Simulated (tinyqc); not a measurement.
Shortcuts against the integral: sheet resistance and Hall data of a diffused or implanted layer. Computed by tinyqc, a small Python program. Command: `OMP_NUM_THREADS=1 python tinyqc.py 3030788 3030789 out.jsonl layer walk`. One thread of a shared host (Intel(R) Xeon(R) Processor @ 2.30GHz), about 0.02 s of CPU time with the checks.

Carriers are taken equal to the net active doping down to the junction (full ionisation, which deep dopants in wide-gap hosts do not reach; no spill-over, no depletion), and the Hall factor is 1.

Inputs (values chosen for the exercise, modelled on silicon in GaN):
```
quantity                                 value        unit
mu_min                                    55.4  cm^2/(V s)
mu_max                                     995  cm^2/(V s)
N_ref                                  2.1e+17      1/cm^3
exponent alpha                            0.98           -
peak concentration N_0                 1.9e+20      1/cm^3
length scale l                              84          nm
background doping N_B (opposite type)  2.4e+16      1/cm^3
solubility limit N_s                   7.2e+19      1/cm^3
```

Profile: Gaussian at the surface. Activation: limited by solubility.

Constants: e = 1.602176634e-19 C.

Method:
- N(x) = N_0 exp(-x^2/l^2), dose N_0 l sqrt(pi)/2, junction x_j = l sqrt(ln(N_0/N_B)).
- Mobility mu = mu_min + (mu_max - mu_min)/(1 + (N_t/N_ref)^alpha), N_t = active doping + N_B; carriers n = active doping - N_B, active doping min(N, N_s).
- Integrals from x_0 (0 unless stated) to x_j by the midpoint rule on 400 even intervals: 1/R_s = e int n mu dx; sheet density n_s = int n dx; Hall sheet density (int n mu dx)^2/int n mu^2 dx; Hall mobility int n mu^2 dx/int n mu dx.
- Mean conductivity 1/(R_s x_j); mean mobility 1/(e n_s R_s).
- Shortcuts: R_s = 1/(e Q mu) with the dose Q and the mobility at the (active) peak concentration; 1/(e n_s mu) with mu at N_t = n_s/x_j + N_B; 1/(e Q mu_max).

sheet resistance R_s = 124.071 ohm

dose = 1.41442e+15 1/cm^2

sheet density n_s = 8.26524e+14 1/cm^2

junction depth x_j = 251.674 nm

Sheet resistances:
```
method                                   R_s (ohm)  deviation (%)
integral                                    124.07          0.000
dose, mobility at the peak                   75.47        -39.170
n_s, mobility at the mean concentration     121.81         -1.824
dose, mu_max                                  4.43        -96.425
```

What does the comparison show, and why?

The closest shortcut is «n_s, mobility at the mean concentration» (-1.8 %). Counting inactive dopants as carriers underestimates R_s.

Extremes, crossings and ranges named in words are read from the listed rows.
